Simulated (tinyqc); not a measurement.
A double barrier with mass mismatch, transfer matrices: two steps of the calculation.

One electron of energy E comes from the left lead (band edge 0); no transverse momentum. Parabolic bands, masses in units of m0, C = hbar^2/(2 m0); psi and psi'/m are continuous at every interface. Barrier d1, well Lw, barrier d2; the right lead equals the left one.

Values chosen for this exercise; masses and offsets close to those of InGaAs wells and InP barriers: mass in the left lead mL = 0.042 m0; barrier height U1 = 0.23 eV; barrier mass m1 = 0.08 m0; width of the first barrier d1 = 3.6 nm; well width (edge 0, mass mL) Lw = 8.8 nm; width of the second barrier d2 = 3.6 nm; electron energy E = 0.04 eV.

Constants: q = 1.602176634e-19 C, hbar = 1.054571817e-34 J s, m0 = 9.1093837015e-31 kg, hbar^2/(2 m0) = 0.0380998212 eV nm^2. Results are converted to the units shown.

Task 1. Matrices of the layers. For the pair (psi, psi'/m) a flat layer has M = [[cos kd, (m/k) sin kd], [-(k/m) sin kd, cos kd]] with k = sqrt(m (E - U)/C) above its edge U, and M = [[cosh Kd, (m/K) sinh Kd], [(K/m) sinh Kd, cosh Kd]] with K = sqrt(m (U - E)/C) below it. M12 is in nm, M21 in 1/nm.

Wanted: M of layer 1; M of layer 2; M of layer 3.

Result 1.

M of layer 1:
```
       1       2
1  4.910  0.6088
2  37.95   4.910
```

M of layer 2:
```
         1        2
1  -0.2736   0.1924
2   -4.809  -0.2736
```

M of layer 3:
```
       1       2
1  4.910  0.6088
2  37.95   4.910
```

Task 2. Transmission and reflection. The matrix M carries (psi, psi'/m) across the stack, and v = k/m in each lead. psi = 1 + r at the left edge (incident amplitude 1) and t at the right edge. With det M = 1, a = i vR M11 - M21 and b = -vL vR M12 - i vL M22: t = 2 i vL/(a - b), r = -(a + b)/(a - b), T(E) = (vR/vL) |t|^2, R(E) = |r|^2.

M:
```
           1          2
1  8.5575760  1.2196195
2  59.225116  8.5575760
```

vL = 4.9996993 1/nm
vR = 4.9996993 1/nm

Give: t; r; T(E); R(E).

Result 2.

t = 0.10501-0.03527i
r = -0.31641-0.94213i
T(E) = 0.012271
R(E) = 0.98773

T(E) + R(E) = 1: the current is conserved.

tinyqc, about 0.06 s, one thread, Intel Xeon 2.30GHz (shared host): `OMP_NUM_THREADS=1 python tinyqc.py 2560031 2560032 out.jsonl`
